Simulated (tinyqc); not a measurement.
# Hot electrons in a saturated n-channel MOSFET, lucky-electron model, step by step

Computed by the program tinyqc: `OMP_NUM_THREADS=1 python tinyqc.py 2550066 2550067 out.jsonl`, one thread of a shared Intel Xeon 2.30GHz, about 0.01 s for the whole run. Printed values are rounded.

Beyond pinch-off the lateral field grows as Esat cosh(y/l) over the velocity-saturated region (pseudo-two-dimensional model). Impact ionisation in this region gives the substrate current, which biases the body forward through Rsub. Currents are per width. Local-field laws: they overstate ionisation when the field peak is narrower than an energy relaxation length.

Values chosen for this exercise; values close to those of silicon n-channel devices:
- L = 0.8 um (channel length)
- tox = 16 nm (oxide thickness)
- xj = 230 nm (junction depth)
- VT = 0.62 V (threshold)
- mu = 390 cm^2/(V s) (effective mobility)
- vs = 9.7e6 cm/s (saturation velocity)
- Ai = 2e6 1/cm (ionisation prefactor)
- Bi = 1.74 MV/cm (ionisation field)
- Rd = 400 ohm um (resistance of the lightly doped drain)
- Rsub = 2200 ohm um (substrate resistance)
- kb = 0.33 (fall of VT per volt of forward body bias)
- lm = 9 nm (hot-electron mean free path)
- pb = 3.2 V (oxide barrier)
- Cg = 0.0021 (prefactor of the gate current)
- m = 3 (lifetime exponent)
- Hl = 2500 s uA/um (lifetime constant)
- Vd = 4.6 V (drain voltage)
- Vg = 2.5 V (gate voltage)

Constants: eps0 = 8.8541878128e-14 F/cm where lengths are in cm. Results are converted to the units shown.

## Length and field scales

Cox = 3.9 eps0/tox, l = sqrt(3 tox xj), Esat = 2 vs/mu.

Cox = 0.215821 uF/cm^2
l = 105.071 nm
Esat = 0.0497436 MV/cm
Esat L = 3.97949 V

## Iteration 1: body bias from the substrate current

Vb at the start = 0 V

Cox = 3.9 eps0/tox. Overdrive g = Vg - VT + kb Vb; Vdsat = g Esat L/(g + Esat L); Id = Cox vs (g - Vdsat); dV = Vd - Id Rd - Vdsat; Em = sqrt((dV/l)^2 + Esat^2); Isub = Id (Ai/Bi) l Em exp(-Bi/Em). Vb(new) = Rsub Isub.

Vdsat = 1.27681 V
Id = 126.276 uA/um
dV = 3.27268 V
Em = 0.315419 MV/cm
Isub = 1.93377 uA/um
Vb after iteration 1 = 0.00425429 V

## Iteration 2: body bias from the substrate current

As before.

Vdsat = 1.27745 V
Id = 126.434 uA/um
dV = 3.27197 V
Em = 0.315353 MV/cm
Isub = 1.93352 uA/um
Vb after iteration 2 = 0.00425375 V

## Course of the iteration: body bias from the substrate current

Stop when Vb changes by less than 1e-9 V, or after 60 iterations.

Course of the iteration:

| iteration | Vb (V) | \|change\| (V) |
|---|---|---|
| 1 | 0.00425429 | 4.25e-3 |
| 2 | 0.00425375 | 5.40e-7 |
| 3 | 0.00425375 | 6.88e-11 |

Converged in 3 iterations. The change falls from 0.0043 in the first iteration to below the tolerance in the last.

## Gate current, lifetime and channel shortening

Id = 126.434 uA/um
dV = 3.27197 V
Em = 0.315353 MV/cm
Isub = 1.93352 uA/um

Ig = Cg Id exp(-pb/(lm Em)); lifetime tau = (Hl/Id)(Isub/Id)^(-m); length of the saturated region dL = l ln[(dV/l + Em)/Esat]. 1 year = 3.15576e7 s.

Isub/Id = 0.0152927
Ig = 3.36880 pA/um
tau = 0.175194 years
dL = 266.217 nm

The lifetime misses ten years. Integrating Ai exp(-Bi/E) over the cosh profile gives Isub/Id = 0.0134, so the closed form is 14 % above it.
